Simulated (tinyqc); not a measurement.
States in the gap of a film: thin (001) film in sp3s* tight binding with raised dangling bonds.

Planes alternate anion (a), cation (c) along [001], a/4 apart, starting with an anion; zero in-plane momentum; levels counted from the bulk Ev, the lower root of [[Epa, Vxx], [Vxx, Epc]]; no spin-orbit coupling. Block of s, pz, s*: from an anion to the cation above, Vss/2 (s,s), Vsapc/2 (s,z), -Vscpa/2 (z,s), Vxx/2 (z,z), Vxapc/2 (s*,z), -Vpaxc/2 (z,s*); to the cation below the same with the s-z and s*-z signs reversed. Block of u = (px + py)/sqrt2 and v = (px - py)/sqrt2: to the cation above (Vxx + Vxy)/2 for u and (Vxx - Vxy)/2 for v, to the cation below the reverse. Each surface atom has two dangling sp3 hybrids; raising both by dl adds (dl/2) [[1, t], [t, 1]] to its s, pz levels (t = -1 at the bottom face, +1 at the top) and dl to the one of u, v in whose plane the missing bonds lie (v for a bottom anion or a top cation, u for a top anion).

Values chosen for the exercise (out of a larger set: near a published set for Ge, fitted to gaps, whose masses and valley positions are rough; the L valleys, lowest in Ge, lie off zero in-plane momentum and are not seen; not measured data): p = (-5.935, 1.606, -5.935, 1.606, 6.317, 6.317, -6.803, 1.622, 4.928, 5.455, 5.455, 5.195, 5.195) eV (order Esa, Epa, Esc, Epc, Exa, Exc, Vss, Vxx, Vxy, Vsapc, Vscpa, Vxapc, Vpaxc); Nw = 33 (planes in the thicker film).

edges (eV): Gamma 0.88400, Delta 0.78179

Levels between 0 and the lower bulk edge, the largest weight on the two outer planes of both faces among them, and the nearest levels outside, for several shifts dl.

Film of Nw planes:
```
dl (eV),levels in the gap,at (eV),surface weight,next above (eV),next below (eV)
0,1,0.104,0.29,0.7997,-0.0559
1,2,"0.154, 0.280",0.43,0.7997,-0.0544
2,2,"0.399, 0.505",0.43,0.7998,-0.0535
3,2,"0.602, 0.715",0.40,0.7998,-0.0529
5,0,-,-,0.7988,-0.0522
10,0,-,-,0.7993,-0.0514
30,0,-,-,0.7995,-0.0505
100,0,-,-,0.7995,-0.0502
```

Can the levels of the bare film be read as confined subbands?

No: with bare surfaces (dl = 0) 1 level lies in the bulk gap, with up to 29 % of the weight on the four outer planes, two a face, where an even spread gives 12 %; these are dangling-bond states, not subbands. The reruns show the bulk gap clear from dl = 5 eV on, and at dl = 30 eV the next level above lies 0.0 meV from its value at 100 eV.

(tinyqc, `OMP_NUM_THREADS=1 python tinyqc.py 1450564 1450565 out.jsonl`, Intel(R) Xeon(R) Processor @ 2.30GHz, 1 thread, shared host, about 0.6 s.)
